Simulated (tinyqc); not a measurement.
The product rho l across metals: free and nearly free electrons in a metal.

Constants: hbar^2/2m0 = 3.80998211 eV angstrom^2; hbar = 6.58211957e-16 eV s.

Free electrons with m = 1; fcc cells hold 4 atoms and bcc cells 2; n = atoms z/a^3, kF = (3 pi^2 n)^(1/3), rho l = hbar kF/(n e^2), e = 1.602176634e-19 C. Inputs are chosen for the exercise.

Results:

| case | lattice | a (angstrom) | z | rho (micro-ohm cm) | kF (1/angstrom) | EF (eV) | l (nm) | rho l (1e-16 ohm m^2) |
|---|---|---|---|---|---|---|---|---|
| near Ag | fcc | 4.047 | 1 | 1.49 | 1.213 | 5.61 | 55.4 | 8.26 |
| near Au | fcc | 4.044 | 1 | 2.35 | 1.214 | 5.62 | 35.1 | 8.25 |
| near Cu | fcc | 3.591 | 1 | 1.56 | 1.368 | 7.13 | 41.7 | 6.50 |
| near Ca | fcc | 5.581 | 2 | 3.25 | 1.109 | 4.68 | 30.5 | 9.90 |
| near Li | bcc | 3.491 | 1 | 9.38 | 1.117 | 4.75 | 10.4 | 9.76 |
| near Na | bcc | 4.197 | 1 | 4.56 | 0.929 | 3.29 | 30.9 | 14.10 |

rho l falls as n^(-2/3): it is lowest for the case near Cu and highest for near Na. The lowest bulk rho belongs to near Ag; in very narrow wires, where rho l rules, the order changes. Real Fermi surfaces depart from spheres, most for the polyvalent and noble metals.

Run: tinyqc, `OMP_NUM_THREADS=1 python tinyqc.py 1650879 1650880 out.jsonl`; Intel(R) Xeon(R) Processor @ 2.30GHz, one thread, shared host; about 0.01 s of CPU time with all checks.
